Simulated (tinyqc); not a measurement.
A run and its error bars: classical Heisenberg spin chain: exact results, Metropolis, heat-bath and over-relaxation steps, and a Monte Carlo run. Computed by tinyqc, a small Python program. Command: `OMP_NUM_THREADS=1 python tinyqc.py 3130504 3130505 out.jsonl heismc walk`. One thread of a shared host (Intel(R) Xeon(R) Processor @ 2.30GHz), about 0.2 s of CPU time with the checks.

E = -J sum_i s_i . s_(i+1) for unit vectors s_i on an open chain; K = J/(k_B T).

Inputs (values chosen for the exercise, for a model chain of large moments):
```
quantity,value,unit
coupling J,38,meV
temperature T,339,K
moment mu,2.3,mu_B
length N of the open chain,16,-
seed,248957,-
```

Update: heat bath with over-relaxation.

Constants: k_B = 8.617333262e-05 eV/K; mu_B = 5.7883818060e-05 eV/T.

Method:
- Each bond angle is independent, so u = <s_i . s_(i+1)> = coth K - 1/K, <s_i . s_(i+n)> = u^n, correlation length xi = -1/ln|u|, energy per bond -J u, heat capacity per bond c/k_B = 1 - K^2/sinh^2 K, and for the long chain chi = mu^2 (1 + u)/(3 k_B T (1 - u)) per spin.
- For N spins, <|sum s|^2>/N = (1 + u)/(1 - u) - 2 u (1 - u^N)/(N (1 - u)^2); the long chain has (1 + u)/(1 - u), chi over the Curie value, and the difference is relative to it.
- From the ordered state (alternating for J < 0), with each spin drawn from exp(h . s), h = K x sum of neighbours, 200 sweeps are discarded and 1600 recorded (even and odd sites in turn, each heat-bath sweep followed by two sweeps of reflections; random numbers not printed, so these rows are one sample). Errors are the scatter of block means over sqrt(number of blocks).

K = 1.30080

u = 0.391431

<|sum s|^2>/N = 2.15429

Blocking:
```
block length,mean bond product,error,<|sum s|^2>/N,error
1,0.38958,0.0031684,2.1306,0.039230
4,0.38958,0.0033671,2.1306,0.041336
16,0.38958,0.0033076,2.1306,0.042191
40,0.38958,0.0035082,2.1306,0.044539
80,0.38958,0.0033007,2.1306,0.047247
```

With blocks of 40 the bond product is 0.5 error bars from the exact u = 0.3914, and <|sum s|^2>/N is 0.5 from the exact 2.154. Blocking to 40 changes the two errors by factors 1.1 and 1.1.
